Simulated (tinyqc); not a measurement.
From results to parameters: diatomic chain. Computed by the program tinyqc.

Problem. A chain of two alternating masses has one spring constant k; at the zone edge omega^2 = 2k/M and 2k/m, and wavenumber = 521.4708 sqrt(omega^2) with omega^2 in eV/(angstrom^2 u). Find k, the heavier mass and the optical wavenumber at q = 0.

wavenumbers at the zone edge (cm^-1): 298.321740  688.646496
lighter mass = 28.900000 u

Solution. The upper value gives k = m omega^2/2, the ratio of the squares gives M/m, and at q = 0 omega^2 = 2k (1/m + 1/M), the sum of the two.

k = 25.2000 eV/angstrom^2
heavier mass = 154.000 u
optical wavenumber at q = 0 = 750.4864 cm^-1
